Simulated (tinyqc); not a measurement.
Comparisons within one model: free and nearly free electrons in a metal. A value that a table varies takes the place of the one given here.

The cubic cell holds 4 atoms: n = 4 z/a^3, kF = (3 pi^2 n)^(1/3), EF = c kF^2/m, vF = 2 c kF/(m hbar), c = hbar^2/2m0; rs = (3/(4 pi n))^(1/3)/a0; D(EF) = 3 n/(2 EF).

Two plane waves k and k - G, G = (111) (2 pi/a): H = [[c k^2/m, V], [V, c (k - G)^2/m]] with c = hbar^2/2m0.

Square wire of width w with grain size w: rho/rho0 = 1/(1 - 3 al/2 + 3 al^2 - 3 al^3 ln(1 + 1/al)) + (3/4) (1 - p) l/w, with al = (l/w) Rg/(1 - Rg) (Mayadas-Shatzkes plus the thick-wire form of Fuchs-Sondheimer); l = hbar kF/(n e^2 rho), e = 1.602176634e-19 C.

Constants: hbar^2/2m0 = 3.80998211 eV angstrom^2; hbar = 6.58211957e-16 eV s; a0 (Bohr radius) = 0.5291772105 angstrom.

Values chosen for the exercise (near those of Cu, whose d bands this model ignores; not measured data):

| symbol | value | unit | meaning |
|---|---|---|---|
| a | 3.594 | angstrom | fcc lattice constant |
| z | 1 |  | free electrons an atom |
| m | 1 | m0 | mass |
| rho | 1.73 | micro-ohm cm | bulk resistivity |
| p | 0.5 |  | specularity of the surfaces |
| Rg | 0.33 |  | reflection at grain boundaries |
| w | 30 | nm | wire width |

## When the Fermi surface touches the face

On the face the lower band is E = c (G^2/4 + q^2)/m - V, q along the face. EF is held at its free value. A neck opens where EF > c G^2/(4m) - V, with radius q; the second band fills where EF > c G^2/(4m) + V.

Necks:

| V (eV) | lower band at the face centre (eV) | neck radius (1/angstrom) | radius/kF |
|---|---|---|---|
| 0.2 | 8.533 | - | - |
| 0.5 | 8.233 | - | - |
| 0.8 | 7.933 | - | - |
| 1.1 | 7.633 | - | - |
| 1.4 | 7.333 | - | - |
| 1.8 | 6.933 | 0.2174 | 0.159 |
| 2.2 | 6.533 | 0.3902 | 0.286 |
| 2.6 | 6.133 | 0.5072 | 0.371 |

EF = 7.114 eV
c G^2/(4m) = 8.733 eV

Contact needs V > 1.620 eV. It is first met at V = 1.8 eV of those listed, and the radius then grows as the square root of the excess, to 0.371 kF at 2.6 eV. EF is held at its free value here; a count of states lowers it as V grows, strongly for V of an eV or more, so the threshold is a lower bound, the radii are upper bounds, and some necks may vanish.

## Resistivity of narrow wires

Wires:

| w (nm) | al | grain term (factor - 1) | surface term | rho (micro-ohm cm) |
|---|---|---|---|---|
| 200 | 0.093 | 0.135 | 0.071 | 2.09 |
| 100 | 0.185 | 0.267 | 0.141 | 2.44 |
| 50 | 0.371 | 0.524 | 0.282 | 3.13 |
| 30 | 0.618 | 0.862 | 0.471 | 4.04 |
| 20 | 0.927 | 1.280 | 0.706 | 5.17 |
| 14 | 1.325 | 1.815 | 1.009 | 6.61 |
| 10 | 1.855 | 2.525 | 1.412 | 8.54 |
| 7 | 2.650 | 3.589 | 2.017 | 11.43 |

l = 37.66 nm

At 7 nm the resistivity is 6.61 times the bulk value; grain boundaries add more (3.59 from grains, 2.02 from surfaces). It passes twice the bulk value between 50 and 30 nm. The surface formula is meant for w above l = 38 nm, so the rows below that are rough.

## What sets the wire resistivity

All results formed anew. Each row changes one parameter from the base and keeps the others.

Results:

| case | EF (eV) | l (nm) | wire rho (micro-ohm cm) |
|---|---|---|---|
| base | 7.114 | 37.66 | 4.035 |
| a = 3.702 angstrom | 6.705 | 39.96 | 4.173 |
| m = 1.2 m0 | 5.928 | 37.66 | 4.035 |
| rho = 2.076 micro-ohm cm | 7.114 | 31.38 | 4.388 |
| p = 0.8 | 7.114 | 37.66 | 3.546 |
| Rg = 0.231 | 7.114 | 37.66 | 3.465 |
| w = 21 nm | 7.114 | 37.66 | 5.005 |

The largest shifts from the base row, up to three for each result and ties (the steps differ in size, so this ranks the rows, not the parameters). EF (eV): m -1.186, a -0.409; unchanged at the printed digits by rho, p, Rg and w. l (nm): rho -6.28, a +2.30; unchanged at the printed digits by m, p, Rg and w. wire rho (micro-ohm cm): w +0.970, Rg -0.570, p -0.489; unchanged at the printed digits by m. The mass drops out of l at given rho, because vF falls and tau rises by the same factor.

Run: tinyqc, `OMP_NUM_THREADS=1 python tinyqc.py 1651388 1651389 out.jsonl`; Intel(R) Xeon(R) Processor @ 2.30GHz, one thread, shared host; about 0.01 s of CPU time with all checks.
